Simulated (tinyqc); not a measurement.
# Inputs raised by 5 %, one at a time

Model: Gupta-type many-body potential for a metal. Computed by tinyqc, a small Python program. Command: `OMP_NUM_THREADS=1 python tinyqc.py 3014588 3014589 out.jsonl gupta sens`. One thread of a shared host (Intel(R) Xeon(R) Processor @ 2.30GHz), about 0.02 s of CPU time with the checks.

E_i = sum_j A exp(-p (r_ij/r0 - 1)) - xi rho_i^gamma, with rho_i = sum_j exp(-2 q (r_ij/r0 - 1)); gamma = 1/2 is the tight-binding second-moment form. The crystal is fcc unless stated; d is the neighbour distance and a fixed number of shells is kept.

Inputs (values chosen for the exercise, for a model metal):

| quantity | value | unit |
|---|---|---|
| repulsion A | 0.121 | eV |
| hopping xi | 0.883 | eV |
| decay p | 8.49 | - |
| decay q | 2.5 | - |
| reference distance r0 | 2.864 | angstrom |
| shells kept | 3 | - |
| embedding exponent gamma | 0.6 | - |

Surface: (110).

Constants: 1 eV/angstrom^3 = 160.2176634 GPa; 1 eV/angstrom^2 = 16.02176634 J/m^2.

Method:
- fcc shells: d sqrt(k), k = 1..5, with 12, 6, 24, 12, 24 atoms; Omega = d^3/sqrt2.
- Equilibrium: dE/dd = 0; B = d^2 E''(d)/(9 Omega).
- Repulsion and density of one neighbour in each shell, and their sums.
- Each neighbour j of the vacancy loses one repulsive term and one density term: E_v = sum_shells count x {-repulsion - xi [(rho - density)^gamma - rho^gamma]}. (The removed atom returns to a bulk-like site, so its own energy cancels.)
- Cut the crystal without relaxation; an atom in layer l keeps the neighbours that lie below the surface plane. Excess = E_i + E_c. Surface energy = sum of excesses over the layers, divided by the area per surface atom: (sqrt3/2) d^2 for (111), d^2 for (100), sqrt2 d^2 for (110).

Runs:

| input moved | from | to | neighbour distance d (angstrom) | bulk modulus B (GPa) | vacancy energy E_v (eV) | surface energy (J/m^2) |
|---|---|---|---|---|---|---|
| base run | - | - | 2.8388 | 78.046 | 1.0231 | 0.9410 |
| repulsion A (eV) | 0.121 | 0.12705 | 2.8653 | 75.033 | 0.9953 | 0.8962 |
| hopping xi (eV) | 0.883 | 0.92715 | 2.8124 | 85.255 | 1.1043 | 1.0377 |
| decay p | 8.49 | 8.9145 | 2.8626 | 81.128 | 1.0695 | 0.9518 |
| decay q | 2.5 | 2.625 | 2.8194 | 81.309 | 0.9698 | 0.9077 |
| reference distance r0 (angstrom) | 2.864 | 3.0072 | 2.9808 | 67.419 | 1.0231 | 0.8535 |
| embedding exponent gamma | 0.6 | 0.63 | 2.7672 | 96.160 | 1.2546 | 1.2098 |

Exponents ln(y'/y) / ln(x'/x):

| input | neighbour distance d | bulk modulus B | vacancy energy E_v | surface energy |
|---|---|---|---|---|
| repulsion A | 0.190 | -0.807 | -0.565 | -0.999 |
| hopping xi | -0.192 | 1.811 | 1.565 | 2.005 |
| decay p | 0.171 | 0.794 | 0.908 | 0.235 |
| decay q | -0.141 | 0.840 | -1.097 | -0.739 |
| reference distance r0 | 1.000 | -3.000 | 0.000 | -2.000 |
| embedding exponent gamma | -0.524 | 4.278 | 4.180 | 5.150 |

To which inputs is each result most sensitive?

Among the inputs moved here: neighbour distance d answers most in size to reference distance r0 (exponent +1.000), next to embedding exponent gamma (-0.524). Its exponent +1.000 in reference distance r0: r0 is the length scale. Bulk modulus B answers most in size to embedding exponent gamma (exponent +4.278), next to reference distance r0 (-3.000). Its exponent -3.000 in reference distance r0: energy over volume. Vacancy energy E_v answers most in size to embedding exponent gamma (exponent +4.180), next to hopping xi (+1.565); its exponent is below 0.0005 for reference distance r0. Surface energy answers most in size to embedding exponent gamma (exponent +5.150), next to hopping xi (+2.005). Its exponent -2.000 in reference distance r0: energy over area.
